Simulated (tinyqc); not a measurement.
Worked calculation: smearing for a one-band metal on the simple cubic lattice. Values are carried at full precision from step to step, so a last printed digit may differ when a step is redone from the rounded ones.

Lattice vectors (units of a): a1 = (1, 0, 0), a2 = (0, 1, 0), a3 = (0, 0, 1). E(k) = -t A_1(k) - t2 A_2(k), A_m the sum of cos(k . R) over the 6 nearest and 12 second lattice vectors. Mesh k = sum (j_i/N) b_i, j_i = 0 .. N-1.

Values chosen for the exercise: t = 1.21 eV (nearest hopping); t2 = 0 eV (second hopping); N = 4 (unshifted mesh); ne = 0.62 (electrons per cell); sigma = 0.363 eV (width).

## Levels on the mesh

Evaluate the band and collect equal energies with their counts.

Distinct levels:
```
E_k (eV)  points
-7.2600        1
-4.8400        6
-2.4200       15
0.0000        20
2.4200        15
4.8400         6
7.2600         1
```

7 distinct levels; the mean spacing is 2.420 eV.

## Fermi level with Fermi-Dirac smearing

With x = (E_k - mu)/sigma: Fermi-Dirac f = 1/(1 + exp(x)), s = -f ln f - (1 - f) ln(1 - f). With weights w = points/N^d (d the dimension), mu solves 2 sum w f = ne; E = 2 sum w f E_k, S = 2 sum w s, F = E - sigma S.

Weights w = points/total. Bisection from the lowest and highest level; ten steps are shown.

Bisection:
```
step  low (eV)  high (eV)  mu (eV)  electrons
1      -7.2600     7.2600   0.0000     1.0000
2      -7.2600     0.0000  -3.6300     0.2285
3      -3.6300     0.0000  -1.8150     0.6172
4      -1.8150     0.0000  -0.9075     0.7278
5      -1.8150    -0.9075  -1.3613     0.6778
6      -1.8150    -1.3613  -1.5881     0.6522
7      -1.8150    -1.5881  -1.7016     0.6363
8      -1.8150    -1.7016  -1.7583     0.6272
9      -1.8150    -1.7583  -1.7866     0.6223
10     -1.8150    -1.7866  -1.8008     0.6198
```

## Occupations and energies

Converge mu, then list x, f and s of each level and form the sums.

mu = -1.7995 eV

x, f and s of each level:
```
E_k (eV)       x       f       s
-7.2600   -15.04  1.0000  0.0000
-4.8400    -8.38  0.9998  0.0022
-2.4200    -1.71  0.8468  0.4283
0.0000      4.96  0.0070  0.0416
2.4200     11.62  0.0000  0.0001
4.8400     18.29  0.0000  0.0000
7.2600     24.96  0.0000  0.0000
```

E = -2.0947 eV
S = 0.2272
F = -2.1772 eV
(E + F)/2 = -2.1360 eV

Levels with f between 0.001 and 0.999: 2. (E + F)/2 removes the term in sigma^2 for this scheme. That argument needs a smooth density of states, and the number of distinct levels within 2 sigma of mu is only 1, so it may fail on this mesh.

## Checks

- The slope dF/d sigma by finite differences against -S: both -0.22723.
- The slope dF/d ne by finite differences against mu (eV): both -1.7995.

Run: tinyqc, `OMP_NUM_THREADS=1 python tinyqc.py 1681582 1681583 out.jsonl`; Intel(R) Xeon(R) Processor @ 2.30GHz, one thread, shared host; about 0.2 s of CPU time with all checks.
